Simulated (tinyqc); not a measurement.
Voltage: WKB tunnelling through a gate dielectric with a two-band (Franz) dispersion.

At depth x the conduction edge lies u(x) = phi - V x/t above the electron. Parabolic: kappa = sqrt(m u/c). Franz: kappa = sqrt(m u (1 - u/Eg)/c), which vanishes at both band edges. c = hbar^2/2m0. T = exp(-2 integral of kappa dx) over the region u > 0; no image force, no prefactor, zero transverse momentum. The region ends at x_e = min(t, phi t/V); x_e < t is the Fowler-Nordheim regime.

Constants: hbar^2/2m0 = 3.80998211 eV angstrom^2.

Parameters, chosen for this exercise (of the size used for Si3N4 on silicon; shifted at random, so the results belong to these values and not to a real crystal):
- Eg = 4.92 eV (gap of the dielectric)
- phi = 2.09 eV (barrier above the electron energy at the emitter)
- m = 0.45 m0 (mass at the conduction edge)
- t = 31 angstrom (thickness)

The same layer at other voltages.

Exponents 2 I and transmission:

| V (V) | shape | x_e (angstrom) | 2 I parabolic | 2 I Franz | T Franz |
|---|---|---|---|---|---|
| 0.25 | trapezoid | 31.00 | 29.864 | 23.137 | 8.95e-11 |
| 0.50 | trapezoid | 31.00 | 28.881 | 22.824 | 1.22e-10 |
| 1.00 | trapezoid | 31.00 | 26.755 | 21.903 | 3.07e-10 |
| 1.50 | trapezoid | 31.00 | 24.322 | 20.498 | 1.25e-09 |
| 2.00 | trapezoid | 31.00 | 21.268 | 18.283 | 1.15e-08 |
| 3.00 | triangle | 21.60 | 14.307 | 12.316 | 4.48e-06 |
| 4.00 | triangle | 16.20 | 10.730 | 9.237 | 9.74e-05 |
| 5.00 | triangle | 12.96 | 8.584 | 7.389 | 0.000618 |
| 6.00 | triangle | 10.80 | 7.153 | 6.158 | 0.00212 |

While the barrier is a trapezoid T rises by a factor 128 from 0.25 to 2 V. Beyond V = phi = 2.09 V the path shortens and the exponent falls as 1/V: from 4 to 6 V it goes from 9.24 to 6.16, the ratio 0.667 = 4/6. The last row means 19.4 MV/cm; rows above about 7 MV/cm are past breakdown.

(tinyqc, `OMP_NUM_THREADS=1 python tinyqc.py 1450570 1450571 out.jsonl`, Intel(R) Xeon(R) Processor @ 2.30GHz, 1 thread, shared host, about 0.01 s.)
